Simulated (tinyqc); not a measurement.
What each parameter does: donor near an oxide interface in a gate field (two-state model).

Interface at z = 0 (hard wall), donor at z = d, field F pulling electrons to the interface: potential e F z; 1 kV/cm = 1e-5 eV/angstrom, c = hbar^2/2m0, q = e^2/(4 pi eps0), Q = (eps - eo)/(eps + eo). Donor state: E_D = e F d - ED - q Q/(4 eps d), the last term joining the images of ion and electron. Interface state: z exp(-b z/2) exp(-rho^2/(2 L^2)) with E_z = c b^2/(4 mz) + 3 e F/b + q Q b/(8 eps), minimised over b; in the plane at z = 3/b the ion (distance D = d - 3/b) and its image (D' = d + 3/b) give E_rho = c/(mt L^2) - (q/eps)(sqrt(pi)/L)[erfcx(D/L) + Q erfcx(D'/L)], erfcx(x) = exp(x^2) erfc(x), minimised over L. E_I = E_z + E_rho.

The two states couple by t = t0 exp(-D/aD) with t0 = q/(eps aD) (2 aD/L) sqrt(aD b/2) v, v a valley factor; this form is an estimate. With detuning u = E_D - E_I the splitting is sqrt(u^2 + 4 t^2) and the lower state has weight (1 - u/sqrt(u^2 + 4 t^2))/2 on the donor.

Constants: hbar^2/2m0 = 3.80998211 eV angstrom^2; e^2/(4 pi eps0) = 14.39964547 eV angstrom.

Inputs chosen for the exercise (near those of a donor in Si below Si3N4, static dielectric constants; shifted at random, so the results belong to these values and not to a real crystal):
- d = 170 angstrom (depth of the donor)
- ED = 42.9 meV (bulk binding energy)
- mz = 0.902 m0 (mass across the interface)
- mt = 0.187 m0 (mass in the plane)
- eps = 11.2 (dielectric constant of the semiconductor)
- eo = 7.5 (dielectric constant of the oxide)
- aD = 20.3 angstrom (donor radius)
- v = 0.37 (valley factor)

Critical field (E_D = E_I), and t and L there.

Results for these values:
```
case  critical field (kV/cm)  t (meV)  L (angstrom)
base                    34.0   0.0117         120.3
```

What happens to each result for eps = 11.9, all else kept?

Answer: critical field rises from 34.0 to 34.5; t falls from 0.0117 to 0.0108; L rises from 120.3 to 122.6.

The same for each parameter in turn:
```
case                critical field (kV/cm)  t (meV)  L (angstrom)
base                                  34.0   0.0117         120.3
d = 160 angstrom                      36.5   0.0193         115.1
ED = 48.9 meV                         38.7   0.0109         121.1
aD = 22.3 angstrom                    34.0   0.0217         120.3
mz = 0.767 m0                         34.7   0.0126         119.4
mt = 0.215 m0                         33.9   0.0124         114.1
eo = 11.2                             32.7   0.0105         125.0
eps = 11.9                            34.5   0.0108         122.6
```

Program tinyqc; command `OMP_NUM_THREADS=1 python tinyqc.py 1250688 1250689 out.jsonl`; about 0.06 s on one thread of a shared Intel(R) Xeon(R) Processor @ 2.30GHz.
